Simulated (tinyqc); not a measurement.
# Changing the tail density at the edge g_t

Model: field-effect mobility of a thin-film transistor with band-tail and deep states (multiple trapping). Computed by tinyqc, a small Python program. Command: `OMP_NUM_THREADS=1 python tinyqc.py 3016117 3016118 out.jsonl tft sweep`. One thread of a shared host (Intel(R) Xeon(R) Processor @ 2.30GHz), about 0.08 s of CPU time with the checks.

A thick film in accumulation at small drain voltage. Only free electrons move; trapped ones still screen the gate. N_c and mu_0 are held fixed when T changes, leaving out the T^(3/2) growth of N_c. x = E_0 - psi is the distance of the Fermi level below the band edge.

Inputs (values chosen for the exercise, modelled on amorphous In2O3):
```
quantity                                           value         unit
permittivity eps                                       9            -
effective density of states N_c                  4.2e+18       1/cm^3
band mobility mu_0                                    51   cm^2/(V s)
tail width E_t                                        35          meV
deep-state density g_d                           1.1e+16  1/(eV cm^3)
flat-band Fermi level below the edge, E_0           0.39           eV
equivalent oxide thickness t                         200           nm
surface band bending psi_s as a fraction of E_0     0.56            -
temperature T                                        200            K
```

Deep states: included.

Constants: k_B = 8.617333262e-05 eV/K; e = 1.602176634e-19 C; eps_0 = 8.8541878128e-12 F/m.

Method:
- F_j(eta) = int_0^infinity x^j/(1 + exp(x - eta)) dx, without a gamma-function factor.
- Integrals over x = E/(k_B T) use 160 Gauss-Legendre points in u = sqrt(x) from 0 to sqrt(max(eta, 0) + 32).
- Free n(x) = N_c (2/sqrt(pi)) F_1/2(-x/k_B T), with F_1/2 from its two-term series in exp(-x/k_B T) for x >= 12 k_B T; tail n_t(x) = int_0^1.2eV g_t exp(-E/E_t)/(1 + exp((x - E)/k_B T)) dE, E counted down from the edge, 120 Gauss-Legendre points; deep charge g_d psi; space charge rho(psi) = n + n_t + g_d psi less its value at psi = 0.
- Poisson: F(psi) = sqrt((2 e/(eps eps_0)) int_0^psi rho dpsi'); V_G - V_FB = psi_s + eps F(psi_s) t/3.9; free sheet density N_f = int (n - n(E_0))/F dpsi; induced sheet density N_i = eps eps_0 F(psi_s)/e; trapezoid rule on 301 even points in psi, the first interval left out of N_f.
- mu_eff = mu_0 N_f/N_i; field-effect mobility mu_FE = mu_0 e (dN_f/dV_G)/C_ox and swing S = dV_G/dlog10(N_f), by a central difference of +/- 2 mV in psi_s; C_ox = 3.9 eps_0/t.

One run for each value; columns: (1) tail density at the edge g_t (1/(eV cm^3)); (2) effective mobility mu_eff (cm^2/(V s)); (3) V_G - V_FB (V); (4) swing S (mV/decade); (5) induced sheet density N_i (1/cm^2):
```
(1)          (2)    (3)   (4)        (5)
6.00e+17  0.3525  0.703   154  5.222e+10
1.60e+18  0.3376  0.715   167  5.352e+10
4.30e+18  0.3034  0.746   202  5.689e+10
1.20e+19  0.2357  0.827   287  6.555e+10
3.10e+19  0.1528  0.990   449  8.315e+10
8.30e+19  0.0783  1.319   750  1.187e+11
2.20e+20  0.0344  1.903  1243  1.815e+11
6.00e+20  0.0135  2.929  2065  2.921e+11
```

Over the rows, effective mobility mu_eff (cm^2/(V s)) falls from 0.352 to 0.0135 (exponent d ln y / d ln x -0.044 between the first rows and -0.93 between the last); V_G - V_FB (V) rises from 0.703 to 2.93 (exponent d ln y / d ln x 0.017 between the first rows and 0.43 between the last); swing S (mV/decade) rises from 154 to 2070 (exponent d ln y / d ln x 0.086 between the first rows and 0.51 between the last). At the high end the exponent of induced sheet density N_i is 0.47, close to 0.50: the field grows as the square root of the space charge.

Caution (rows 6.00e17, 1.60e18): the band bending extends over more than 0.2 micrometre, deeper than most thin films, so the thick-film assumption is doubtful.
